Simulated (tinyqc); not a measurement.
Internal photoemission over an interface barrier: two steps of the calculation.

Electrons are excited from a metal over the barrier Phi(F) = P0 - sqrt(q F/(4 pi eps0 ei)), whose top lies at xm = sqrt(q/(16 pi eps0 ei F)). The yield is Y = A (hv - Phi)^p exp(-xm/l), with A = 1 here.

Values chosen for this exercise; dielectric values close to those of silicon dioxide: barrier at zero field P0 = 2.86 eV; image-force permittivity ei = 2.15; scattering length in the image well l = 2.2 nm; field in the dielectric F = 0.6 MV/cm.

Constants: q = 1.602176634e-19 C, h = 6.62607015e-34 J s, c = 299792458 m/s, eps0 = 8.8541878128e-14 F/cm where lengths are in cm. Results are converted to the units shown.

Task 1. Barrier in the field. Lowering P0 - Phi, barrier, position of its top, scattering factor and threshold wavelength.

Give: lowering; Phi; xm; exp(-xm/l); threshold wavelength h c/(q Phi).

Result 1.

lowering = 200.46 meV
Phi = 2.6595 eV
xm = 1.6705 nm
exp(-xm/l) = 0.46798
threshold wavelength h c/(q Phi) = 466.19 nm

Task 2. Threshold from a spectrum. The yields were made at this field. Fit Y^(1/n) on hv by least squares for n = 2 and n = 3; the zero of the line is the threshold.

| point | hv (eV) | Y |
|---|---|---|
| 0 | 2.81 | 0.01059 |
| 1 | 2.94 | 0.03681 |
| 2 | 3.07 | 0.07885 |
| 3 | 3.2 | 0.1367 |
| 4 | 3.33 | 0.2104 |
| 5 | 3.46 | 0.2999 |

Find: Y^(1/2); Y^(1/3); threshold for n = 2; threshold for n = 3.

Result 2.

| point | Y^(1/2) | Y^(1/3) |
|---|---|---|
| 0 | 0.10291 | 0.21960 |
| 1 | 0.19186 | 0.33265 |
| 2 | 0.28080 | 0.42881 |
| 3 | 0.36973 | 0.51514 |
| 4 | 0.45869 | 0.59477 |
| 5 | 0.54763 | 0.66936 |

threshold for n = 2 = 2.6596 eV
threshold for n = 3 = 2.4644 eV

tinyqc, about 0.01 s, one thread, Intel Xeon 2.30GHz (shared host): `OMP_NUM_THREADS=1 python tinyqc.py 2410146 2410147 out.jsonl`
